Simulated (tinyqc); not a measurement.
Charge pumping in an n-channel transistor: one step of the calculation.

The gate is pulsed from accumulation to inversion and back. Energies E are counted from the intrinsic level; Dit(E) = D0 [1 + b (2 E/Eg)^2]. During each edge the traps near the bands emit their carriers, and those between Eh and Ee recombine once a cycle.

Question. Pumped charge and current. Nit = integral of Dit from Eh to Ee = D0 [Ee - Eh + 4 b (Ee^3 - Eh^3)/(3 Eg^2)], Qcp = q A Nit, Icp = f Qcp.

Inputs (values chosen for the exercise); band and dielectric values close to those of silicon: band gap Eg = 1.13 eV; gate area A = 18 um^2; trap density at midgap D0 = 2.6e11 cm^-2 eV^-1; rise of the trap density towards the band edges b = 0; frequency f = 1.1e5 Hz.

Constants: q = 1.602176634e-19 C. Results are converted to the units shown.

Ee = 0.32359479 eV
Eh = -0.25133685 eV

Wanted: Nit; mean Dit; traps pumped a cycle; Icp.

Answer.

Nit = 1.495e11 cm^-2
mean Dit = 2.600e11 cm^-2 eV^-1
traps pumped a cycle = 2.691e4
Icp = 474.2 pA

Range of the model: The Fermi levels of inversion and accumulation are taken to lie beyond Ee and Eh, the flat tops to fill all traps, and no geometric current is added.

Program tinyqc, `OMP_NUM_THREADS=1 python tinyqc.py 2030090 2030091 out.jsonl`; Intel Xeon 2.30GHz, shared host, one thread, about 0.01 s.
